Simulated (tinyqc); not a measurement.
Inside a calculation. Model: planar ballistic transistor, top-of-the-barrier model.

Computed by the program tinyqc: `OMP_NUM_THREADS=1 python tinyqc.py 2400154 2400155 out.jsonl`, one thread of a shared Intel Xeon 2.30GHz, about 0.02 s for the whole run. Printed values are rounded.

At the top of the source barrier, states moving towards the drain are filled by the source (Fermi level 0) and states moving back by the drain (Fermi level -q Vd); nothing scatters. U is the shift of the band edge there, set by the capacitances CG, CD and CS (the total) and by the charge. Parabolic two-dimensional band; the source is grounded.

Parameters, values chosen for the exercise; mass and valleys close to those of indium arsenide: temperature T = 300 K; effective mass m = 0.0313 m0; valley degeneracy gv = 1; relative permittivity of the gate insulator eox = 9; insulator thickness tox = 2.8 nm; gate control CG/CS aG = 0.76; drain control CD/CS aD = 0.044; band edge at the barrier top above the source Fermi level at zero bias E0 = 0.16 eV; gate voltage Vg = 0.8 V; drain voltage Vd = 0.05 V.

Constants: q = 1.602176634e-19 C, kB = 1.380649e-23 J/K, hbar = 1.054571817e-34 J s, m0 = 9.1093837015e-31 kg, Vt = kB T/q, eps0 = 8.8541878128e-14 F/cm where lengths are in cm. Results are converted to the units shown.

## Density of states, capacitances and charge at zero bias

N0 = gv m kB T/(pi hbar^2), CG = eps0 eox/tox, vT = sqrt(2 kB T/(pi m)), CS = CG/aG, n0 = n at U = 0 and Vd = 0. eta1 = -(E0 + U)/Vt, eta2 = eta1 - Vd/Vt, n = (N0/2)[F_0(eta1) + F_0(eta2)], F_0(x) = ln(1 + exp x). UL = -(aG Vg + aD Vd).

N0 = 3.38015e11 cm^-2
CG = 2.84599 uF/cm^2
CS = 3.74472 uF/cm^2
n0 = 6.92802e8 cm^-2
UL = -0.6102 eV

## Iteration 1: self-consistent potential at the barrier top

U at the start (U = UL) = -0.6102 eV

eta1 = -(E0 + U)/Vt, eta2 = eta1 - Vd/Vt, n = (N0/2)[F_0(eta1) + F_0(eta2)], F_0(x) = ln(1 + exp x). U(out) = UL + q (n - n0)/CS. U(new) = U(out).

eta1 = 17.4145
eta2 = 15.4804
n = 5.55949e12 cm^-2
U(out) = -0.372367 eV
U after iteration 1 = -0.372367 eV

## Iteration 2: self-consistent potential at the barrier top

As before.

eta1 = 8.21474
eta2 = 6.28065
n = 2.45019e12 cm^-2
U(out) = -0.505398 eV
U after iteration 2 = -0.505398 eV

## Course of the iteration: self-consistent potential at the barrier top

Stop when U changes by less than 1e-9 eV, or after 90 iterations.

Course of the iteration:
```
iteration     U (eV)  |change| (eV)
1          -0.372367          0.238
2          -0.505398          0.133
3          -0.430995         0.0744
4          -0.472616         0.0416
5          -0.449334         0.0233
6          -0.462357         0.0130
7          -0.455072        7.29e-3
8          -0.459147        4.08e-3
9          -0.456868        2.28e-3
...              ...            ...
27         -0.457685        6.56e-8
28         -0.457685        3.67e-8
29         -0.457685        2.05e-8
30         -0.457685        1.15e-8
31         -0.457685        6.42e-9
32         -0.457685        3.59e-9
33         -0.457685        2.01e-9
34         -0.457685        1.12e-9
35         -0.457685       6.29e-10
```

Converged in 35 iterations. At the end each change is about 0.56 times the one before, with alternating sign: linear convergence.

## Current, mean velocity and share of the gate voltage

converged U = -0.457685 eV

N0 = gv m kB T/(pi hbar^2), CG = eps0 eox/tox, vT = sqrt(2 kB T/(pi m)), CS = CG/aG, n0 = n at U = 0 and Vd = 0. eta1 = -(E0 + U)/Vt, eta2 = eta1 - Vd/Vt, n = (N0/2)[F_0(eta1) + F_0(eta2)], F_0(x) = ln(1 + exp x). I = q (N0/2) vT [F_(1/2)(eta1) - F_(1/2)(eta2)] per width, F_(1/2)(x) = (2/sqrt(pi)) int_0^infinity u^(1/2)/(1 + exp(u - x)) du. Mean velocity I/(q n). CQ = (q/Vt) dn/d(eta1); the band edge follows the gate as -dU/dVg = aG/(1 + CQ/CS).

eta1 = 11.5150
n = 3.56537e12 cm^-2
I = 581.177 uA/um
mean velocity = 1.01740e7 cm/s
CQ = 2.09476 uF/cm^2
-dU/dVg = 0.487370 eV/V

The carriers from the source are degenerate (eta1 = 11.5), and the mean velocity is 0.335 times vT = sqrt(2 kB T/(pi m)) = 3.04e7 cm/s. The drain fills a good part of the returning states, which lowers the mean.
